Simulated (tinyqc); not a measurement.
What moves the response: phonon-assisted absorption at an indirect gap.

alpha(E) = sum_j A_j [N_j (E - Eg + w_j)^2 + (N_j + 1)(E - Eg - w_j)^2], each bracket counted only where its base is positive; N_j = 1/(exp(w_j/kB T) - 1). The first term absorbs a phonon and the second emits one; excitons and direct transitions are left out.

Photodiode (Gaertner form with a dead layer): QE = (1 - R) exp(-alpha xj) [1 - exp(-alpha W)/(1 + alpha L)], R = ((nr - 1)/(nr + 1))^2; responsivity = QE/E in A/W for E in eV.

Constants: kB = 8.617333262e-05 eV/K.

Values chosen for the exercise (loosely those of Si at room temperature; Eg is not tied to T; shifted at random, so the results belong to these values and not to a real crystal):
- Eg = 1.109 eV (indirect gap, held fixed unless listed)
- w = (58.8, 19.3) meV (two zone-edge phonons)
- A = (2300, 820) 1/(cm eV^2) (their strengths)
- T = 77 K
- E = 1.571 eV (photon energy)
- nr = 3.57 (refractive index)
- xj = 0.087 micrometre (dead layer at the surface)
- W = 23 micrometre (depleted width)
- L = 58 micrometre (minority diffusion length below it)

At the energy E.

One parameter was then changed.

Results before and after:
```
case     alpha (1/cm)      QE
base            555.0  0.6355
changed         555.0  0.6679
```

Which of these changes was made? (a) T = 127 K; (b) L = 29 micrometre; (c) nr = 3.75; (d) xj = 0.174 micrometre; (e) Eg = 1.089 eV; (f) W = 46 micrometre.

Answer: (f) W = 46 micrometre. Of the candidates, run in turn, only this one gives the changed row.

All candidates:
```
case                   alpha (1/cm)      QE
base                          555.0  0.6355
Eg = 1.089 eV                 609.7  0.6432
T = 127 K                     611.8  0.6435
W = 46 micrometre             555.0  0.6679
L = 29 micrometre             555.0  0.6077
xj = 0.174 micrometre         555.0  0.6324
nr = 3.75                     555.0  0.6179
```

(tinyqc, `OMP_NUM_THREADS=1 python tinyqc.py 1682728 1682729 out.jsonl`, Intel(R) Xeon(R) Processor @ 2.30GHz, 1 thread, shared host, about 0.01 s.)
